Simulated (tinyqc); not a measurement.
# AlGaN/GaN HEMT with access regions, lumped model, step by step

Program tinyqc, `OMP_NUM_THREADS=1 python tinyqc.py 2570134 2570135 out.jsonl`; Intel Xeon 2.30GHz, shared host, one thread, about 0.04 s. Printed values are rounded.

A polarisation-induced electron sheet under a Schottky gate, in series with two ungated access regions and contacts. Drift law v = mu E/(1 + mu E/vs) under the gate. Currents in mA/mm, resistances in ohm mm. No self-heating, no channel-length modulation; fits for polarisation, barrier and offset are chosen for the exercise.

Inputs (values chosen for the exercise); values close to those of AlGaN/GaN structures:
```
symbol,value,unit,meaning
x,0.2,,aluminium share of the barrier
d,15,nm,barrier thickness
eps_r,9.3,,relative permittivity of barrier and channel
mu,1800,cm^2/(V s),channel mobility
vs,1.4e7,cm/s,saturation velocity
Lg,1.5,um,gate length
Ls,1,um,source access length
Ld,12,um,drain access length
Rc,0.18,ohm mm,resistance of each contact
ft,0,,share of the drain-access electrons removed by traps
Vg,0.5,V,gate voltage
Vd,0.5,V,drain voltage
Ec,2.7,MV/cm,critical field
te,0.33,um,depth over which the depleted charge spreads
tf,100,nm,insulator under the field plate
ei,7,,relative permittivity of that insulator
```

Constants: q = 1.602176634e-19 C, eps0 = 8.8541878128e-14 F/cm where lengths are in cm. Results are converted to the units shown.

## Polarisation charge, threshold and sheet resistance

sigma = (5e13 x + 1.6e13 x^2) cm^-2, phiB = 0.84 + 1.3 x, dEc = 0.7 (1.71 x + x^2) in volts, Cb = eps0 eps_r/d, VT = phiB - dEc - q sigma/Cb, access density n0 = -Cb VT/q. Rsh = 1/(q mu n0); largest access current q n0 vs.

sigma = 1.064e13 cm^-2
Cb = 0.548960 uF/cm^2
VT = -2.27276 V
n0 = 7.78723e12 cm^-2
Rsh = 445.281 ohm
q n0 vs = 1746.71 mA/mm

## Iteration 1: drain current

I at the start = 59 mA/mm

Access resistance R(L, n) = L/(q mu n sqrt(1 - (I/(q n vs))^2)); Rs = Rc + R(Ls, n0), Rd = Rc + R(Ld, (1 - ft) n0). Vg' = Vg - I Rs, Vd' = Vd - I (Rs + Rd); with u = Vg' - VT, Vc = vs Lg/mu and w the smaller of Vd' and Vc [sqrt(1 + 2 u/Vc) - 1] (0 if negative), the channel gives (mu Cb/Lg)(u w - w^2/2)/(1 + w/Vc). I(new) = I + 0.1 (channel current - I).

Rs = 0.625535 ohm mm
Rd = 5.52642 ohm mm
Vg' = 0.463093 V
Vd' = 0.137035 V
channel current = 215.476 mA/mm
I after iteration 1 = 74.6476 mA/mm

## Iteration 2: drain current

As before.

Rs = 0.625688 ohm mm
Rd = 5.52826 ohm mm
Vg' = 0.453294 V
Vd' = 0.0406231 V
channel current = 69.9707 mA/mm
I after iteration 2 = 74.1799 mA/mm

## Course of the iteration: drain current

Stop when I changes by less than 1e-6 mA/mm, or after 60 iterations. I must stay below q (1 - ft) n0 vs.

Course of the iteration:
```
iteration  I (mA/mm)  |change| (mA/mm)
1            74.6476              15.6
2            74.1799             0.468
3            74.2345            0.0546
4            74.2283           6.24e-3
5            74.2290           7.15e-4
6            74.2289           8.19e-5
7            74.2289           9.39e-6
8            74.2289           1.08e-6
9            74.2289           1.23e-7
```

Converged in 9 iterations. At the end each change is about 0.11 times the one before, with alternating sign: linear convergence. Of Vd, 8.64 % reaches the channel; the access current is 4.2 % of its limit.

## On-resistance and breakdown

sigma = (5e13 x + 1.6e13 x^2) cm^-2, phiB = 0.84 + 1.3 x, dEc = 0.7 (1.71 x + x^2) in volts, Cb = eps0 eps_r/d, VT = phiB - dEc - q sigma/Cb, access density n0 = -Cb VT/q. Ron = 2 Rc + Ls/(q mu n0) + Ld/(q mu (1 - ft) n0) + Lg/(mu Cb (Vg - VT)). Off state: a depleted stretch that holds the voltage V has the peak field sqrt(k V), k = 2 q n0/(eps0 eps_r te), so one edge holds V1 = Ec^2/k. The sheet under the plate pinches off at Vf = q n0 (1/Cb + tf/(eps0 ei)); beyond it the gate edge is screened. BV = V1 if Vf >= V1, else Vf + V1, and at most Ec Ld. Specific resistance Ron (Ls + Lg + Ld); figure of merit BV^2 over it.

Ron = 6.69613 ohm mm
Vf = 22.4029 V
V1 = 79.3870 V
BV = 101.790 V
specific resistance = 0.970939 mohm cm^2
figure of merit = 10.6713 MW/cm^2

The plate raises BV by a factor of 1.28.
